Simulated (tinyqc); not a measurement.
From results back to parameters: five-level k.p model folded onto the conduction band. Five cases, with inputs chosen for the exercise.

Problem. The levels are known; the mass and the g factor at E = Eg are given. Find Ep and Ep2.

Second-order sums for the lowest conduction level at E: 1/m = 1 + Cm + (Ep/3)(2/E + 1/(E + Dso)) - (Ep2/3)(2/(E7 + D2 - E) + 1/(E7 - E)); g/2 = 1 + Cg - (Ep/3)(1/E - 1/(E + Dso)) - (Ep2/3)(1/(E7 - E) - 1/(E7 + D2 - E)). E is counted from the top of the valence band; E = Eg at the edge.

Case 1.

Values chosen (near those of InP; not measured data):
- Eg = 1.343 eV (gap at Gamma to the s-like level)
- Dso = 0.111 eV (spin-orbit splitting)
- E7 = 4.74 eV (upper Gamma7 conduction level, from the valence top)
- D2 = 0.07 eV (its spin-orbit splitting, Gamma8 above Gamma7)
- Cm = -2.2 (remote term in 1/m)
- Cg = -0.02 (remote term in g/2)

m = 0.07783343 m0
g = 1.138382

Case 2.

Values chosen (near those of CdTe; not measured data):
- Eg = 1.565 eV (gap at Gamma to the s-like level)
- Dso = 0.895 eV (spin-orbit splitting)
- E7 = 5.32 eV (upper Gamma7 conduction level, from the valence top)
- D2 = 0.29 eV (its spin-orbit splitting, Gamma8 above Gamma7)
- Cm = -0.8 (remote term in 1/m)
- Cg = -0.02 (remote term in g/2)

m = 0.09581158 m0
g = -1.006304

Case 3.

Values chosen (near those of ZnSe; not measured data):
- Eg = 2.82 eV (gap at Gamma to the s-like level)
- Dso = 0.399 eV (spin-orbit splitting)
- E7 = 7.51 eV (upper Gamma7 conduction level, from the valence top)
- D2 = 0.1 eV (its spin-orbit splitting, Gamma8 above Gamma7)
- Cm = -2.6 (remote term in 1/m)
- Cg = -0.02 (remote term in g/2)

m = 0.15521482 m0
g = 1.241447

Case 4.

Values chosen (near those of GaSb; not measured data):
- Eg = 0.807 eV (gap at Gamma to the s-like level)
- Dso = 0.753 eV (spin-orbit splitting)
- E7 = 3.23 eV (upper Gamma7 conduction level, from the valence top)
- D2 = 0.31 eV (its spin-orbit splitting, Gamma8 above Gamma7)
- Cm = -2.8 (remote term in 1/m)
- Cg = 0 (remote term in g/2)

m = 0.03968981 m0
g = -8.902994

Case 5.

Values chosen (near those of ZnSe; not measured data):
- Eg = 2.795 eV (gap at Gamma to the s-like level)
- Dso = 0.389 eV (spin-orbit splitting)
- E7 = 7.5 eV (upper Gamma7 conduction level, from the valence top)
- D2 = 0.09 eV (its spin-orbit splitting, Gamma8 above Gamma7)
- Cm = -3 (remote term in 1/m)
- Cg = -0.02 (remote term in g/2)

m = 0.16967537 m0
g = 1.252916

Find: coefficients of (Ep, Ep2); right-hand sides 1/m - 1 - Cm and 1 + Cg - g/2; Ep, Ep2.

Solution. Both sums are linear in Ep and Ep2, so two equations fix them.

Case 1.

coefficients of (Ep, Ep2) (1/eV):
```
         1         2
1  0.72565  -0.29042
2  0.01895   0.00198
```

right-hand sides 1/m - 1 - Cm and 1 + Cg - g/2: 14.0480  0.4108

Ep, Ep2 (eV): 21.20  4.60

Case 2.

coefficients of (Ep, Ep2) (1/eV):
```
         1         2
1  0.56149  -0.25358
2  0.07749   0.00636
```

right-hand sides 1/m - 1 - Cm and 1 + Cg - g/2: 10.2372  1.4832

Ep, Ep2 (eV): 19.00  1.70

Case 3.

coefficients of (Ep, Ep2) (1/eV):
```
         1         2
1  0.33996  -0.21025
2  0.01465   0.00148
```

right-hand sides 1/m - 1 - Cm and 1 + Cg - g/2: 8.0427  0.3593

Ep, Ep2 (eV): 24.40  1.20

Case 4.

coefficients of (Ep, Ep2) (1/eV):
```
         1         2
1  1.03978  -0.38150
2  0.19938   0.01560
```

right-hand sides 1/m - 1 - Cm and 1 + Cg - g/2: 26.9954  5.4515

Ep, Ep2 (eV): 27.10  3.10

Case 5.

coefficients of (Ep, Ep2) (1/eV):
```
         1         2
1  0.34321  -0.20988
2  0.01457   0.00133
```

right-hand sides 1/m - 1 - Cm and 1 + Cg - g/2: 7.8936  0.3535

Ep, Ep2 (eV): 24.10  1.80

Computed by tinyqc, one run a case: `OMP_NUM_THREADS=1 python tinyqc.py N N+1 out.jsonl` with N = 1081487, 1081488, 1081489, 1081504, 1081523; one thread of a shared Intel(R) Xeon(R) Processor @ 2.30GHz, about 0.01 s a run at most.
